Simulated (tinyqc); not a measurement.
Width of layer A: type-II superlattice in the two-band Kane model.

Motion along the axis, period d = a + b, c = hbar^2/2m0. Conduction and light-hole bands couple: (E - Ec)(E - Ev) = Ep c k^2 in each layer, with mass m(E) = (E - Ev)/Ep, which may be negative. The conduction envelope psi and psi'/m(E) are continuous; a layer carries them by [[cos kt, (m/k) sin kt], [-(k/m) sin kt, cos kt]] (cosh and sinh for k^2 < 0), and cos(q d) = tr(M_B M_A)/2. C1 is the first miniband above EvB, with its bottom at tr/2 = +1 and its top at -1; the gap is the bottom of C1 less the top heavy-hole level HH1.

Heavy holes are uncoupled: with e = EvB - E, p = sqrt(mhB e/c), w = sqrt(mhA (EvB - EvA - e)/c), the top level HH1 at q = 0 solves (p/mhB) tan(p b/2) = (w/mhA) tanh(w a/2).

Constants: hbar^2/2m0 = 3.80998211 eV angstrom^2; hc = 1239.841984 eV nm.

Values chosen for the exercise (near those of an InAs/GaSb superlattice; shifted at random, so the results belong to these values and not to a real crystal): b = 27 angstrom (layer B); EcA = 0 eV (conduction edge of A); EvA = -0.411 eV (valence edge of A); EcB = 0.981 eV (conduction edge of B); EvB = 0.156 eV (valence edge of B); EpA = 14.5 eV (coupling energy in A); EpB = 17.7 eV (coupling energy in B); mhA = 0.32 m0 (heavy hole in A); mhB = 0.28 m0 (heavy hole in B); As = (21, 28, 39, 48, 53, 66, 76) angstrom (widths of layer A).

Bottom of C1 (tr/2 = +1, above EvB), HH1, the gap and hc/gap; widths at which C1 no longer starts above EvB are left out.

Results:
```
a (angstrom)  C1 (eV)  HH1 (eV)  gap (meV)  cut-off (micrometre)
21             0.4448    0.0629      381.9                  3.25
28             0.3556    0.0619      293.8                  4.22
39             0.2614    0.0616      199.8                  6.20
48             0.2096    0.0615      148.1                  8.37
53             0.1872    0.0615      125.7                  9.86
```

From a = 21 to 53 angstrom C1 falls by 258 meV while HH1 moves by -1.4 meV, so layer A tunes the gap, from 382 to 126 meV. The cut-off shifts by 0.139 micrometre per angstrom at the thin end and 0.298 at the thick end: long wavelengths need tight control of the thickness.

Computed by tinyqc, a small Python program: `OMP_NUM_THREADS=1 python tinyqc.py 1252066 1252067 out.jsonl` (the numbers bound the seed that draws the inputs); one thread of a shared host (Intel(R) Xeon(R) Processor @ 2.30GHz), about 0.02 s for the whole set of steps.
